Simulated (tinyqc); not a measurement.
BCS gap equation with a constant attraction inside the Debye window: one step, computed by the program tinyqc.

Pairs attract with strength V for |xi| < k_B Theta; N(0) is the density of states for one spin. Energies are given as temperatures (E/k_B, in K) unless marked.

Task: A tunnel junction of this metal. Ambegaokar-Baratoff: I_c R_n = (pi Delta/(2e)) tanh(Delta/2T); Josephson energy E_J = hbar I_c/(2e), given as E_J/h; inductance hbar/(2 e I_c); thermal quasiparticle fraction x = n_qp/(2 N(0) Delta) = sqrt(2 pi T/Delta) exp(-Delta/T), valid for T well below Delta.

Inputs (values chosen for the exercise, modelled on tantalum): Debye temperature Theta = 257 K; temperature T = 1.39 K; junction resistance R_n = 0.78 kilo-ohm.

Solver: secant.

Delta(T) = 7.664225 K

Constants: k_B = 8.617333262e-05 eV/K; hbar = 1.054571817e-34 J s; e = 1.602176634e-19 C; h = 6.62607015e-34 J s.

Give: I_c R_n; critical current I_c; E_J/h; Josephson inductance; quasiparticle fraction x.

Result:

I_c R_n = 1029.1 microvolt

critical current I_c = 1319.4 nA

E_J/h = 655.31 GHz

Josephson inductance = 0.24944 nH

quasiparticle fraction x = 0.0043027
